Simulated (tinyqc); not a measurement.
Inside a calculation. Model: crystallisation kinetics and data retention of a phase-change cell.

Numbers from tinyqc (`OMP_NUM_THREADS=1 python tinyqc.py 2490031 2490032 out.jsonl`; about 0.02 s on one thread of a shared Intel Xeon 2.30GHz). Printed values are rounded.

Johnson-Mehl-Avrami-Kolmogorov law X = 1 - exp(-y^n), y = integral of k dt, k = (1/100 s) exp[-(Ec q/kB)(1/T - 1/T1)].

Values chosen for this exercise; values of the order of Ge-Sb-Te and related chalcogenides: activation energy of crystallisation Ec = 2.16 eV; temperature at which the rate k is 1/(100 s) T1 = 439 K; Avrami exponent n = 4; crystalline share at which the state is lost Xf = 0.2; storage temperature T = 366 K; heating rate b = 20 K/min; start of the ramp table Ta = 414 K; step of the table dT = 4 K; steps m = 10.

Constants: q = 1.602176634e-19 C, kB = 1.380649e-23 J/K. Results are converted to the units shown.

Range of the model: One Arrhenius rate is assumed; incubation, growth from the boundary and the non-Arrhenius kinetics of the supercooled liquid are left out.

## Retention

At fixed T the state fails at t = (-ln(1 - Xf))^(1/n)/k; ten years are 3.15576e8 s.

k = 1.13275e-7 1/s
y at failure = 0.687300
time to fail = 6.06755e6 s
the same in years = 0.192269
temperature for ten years = 346.035 K

The cell misses ten years at 366 K.

## A heating ramp

T rises at the rate b. Start with y = k (kB Ta^2/(q Ec))/b, the integral from cold to Ta to leading order; over each step k is taken as exponential in T, so y gains (dT/b)(k2 - k1)/ln(k2/k1). dX/dt = n y^(n - 1) k exp(-y^n), listed as 0 once y^n exceeds 23.

```
point  T (K)     k (1/s)           y           X  dX/dt (1/s)
0        414  3.18120e-4  0.00652578  1.81355e-9  3.53630e-10
1        418  5.67824e-4   0.0116976  1.87233e-8   3.63547e-9
2        422  0.00100246   0.0208735  1.89838e-7   3.64681e-8
3        426  0.00175098   0.0369788  1.86987e-6   3.54160e-7
4        430  0.00302685   0.0649509  1.77966e-5   3.31742e-6
5        434  0.00517988    0.113040  1.63266e-4   2.99231e-5
6        438  0.00877780    0.194897  0.00144181   2.59559e-4
7        442   0.0147335    0.332894   0.0122057   0.00214759
8        446   0.0245015    0.563357   0.0958180    0.0158438
9        450   0.0403786    0.944739    0.549146    0.0614019
10       454   0.0659610     1.57027    0.997712   0.00233772
```

Among the points the rate is largest at 450 K, where X = 0.549; the exact peak lies at 450.4 K.
